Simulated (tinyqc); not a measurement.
What grading buys: minority-electron transport through the base of a bipolar transistor (Moll-Ross and Kroemer integrals). Computed by tinyqc, a small Python program. Command: `OMP_NUM_THREADS=1 python tinyqc.py 3025808 3025809 out.jsonl base walk`. One thread of a shared host (Intel(R) Xeon(R) Processor @ 2.30GHz), about 0.01 s of CPU time with the checks.

Low injection, one dimension, x from the emitter edge (0) to the collector edge (W), s = x/W. Recombination is treated as a small correction (valid for tau_B well below tau_n), computed from the stored charge.

Inputs (values chosen for the exercise, modelled on InP): base doping at the emitter edge N_0 = 7.7e+18 1/cm^3; base width W = 82 nm; mu_min = 640 cm^2/(V s); mu_max = 4280 cm^2/(V s); N_ref = 2.5e+17 1/cm^3; saturation velocity v_s = 1 1e7 cm/s; temperature T = 300 K; doping ratio N_0/N(W) = 32.

Base doping profile: exponential. Gap grading: none. Exit of the base: saturation velocity.

Constants: k_B = 8.617333262e-05 eV/K.

Method. N(x) = N_0 (ratio)^(-s); n_i(x)^2 = n_i^2 exp(s dE_g/k_B T); D(x) = (k_B T/e) mu, mu = mu_min + (mu_max - mu_min)/(1 + (N/N_ref)^0.7). With y(x) = N n_i^2/(D n_i(x)^2): base Gummel number G_B = int_0^W y dx + N(W) n_i^2/(v_s n_i(W)^2); J_C = e n_i^2 exp(e V_BE/k_B T)/G_B; n(x) = (J_C/e)(n_i(x)^2/(N n_i^2)) [int_x^W y dx + the same exit term]; transit time tau_B = (e/J_C) int n dx; trapezoid rule on 401 even points.

The same base with other gradings:
```
dE_g (meV)  dE_g/k_B T  G_B (s/cm^4)  J_C gain  tau_B (ps)  speed gain
0                0.000    6.1389e+11    1.0000     0.56762      1.0000
25               0.967    4.9668e+11    1.2360     0.47195      1.2027
50               1.934    4.1780e+11    1.4693     0.40299      1.4085
75               2.901    3.6107e+11    1.7002     0.35127      1.6159
100              3.868    3.1818e+11    1.9294     0.31118      1.8241
150              5.802    2.5732e+11    2.3857     0.25324      2.2414
200              7.736    2.1604e+11    2.8416     0.21345      2.6593
300             11.605    1.6352e+11    3.7542     0.16238      3.4956
```

What follows from these numbers?

At 100 meV J_C rises by a factor 1.93 and the transit is 1.82 times faster; at 300 meV the factors are 3.75 and 3.50. For a uniform base without exit term both tend to be linear in dE_g/k_B T, J_C as x/(1 - exp(-x)) and the speed as x/2. From 0 meV on the mean velocity W/tau_B exceeds v_s, so those speed gains are overstated.
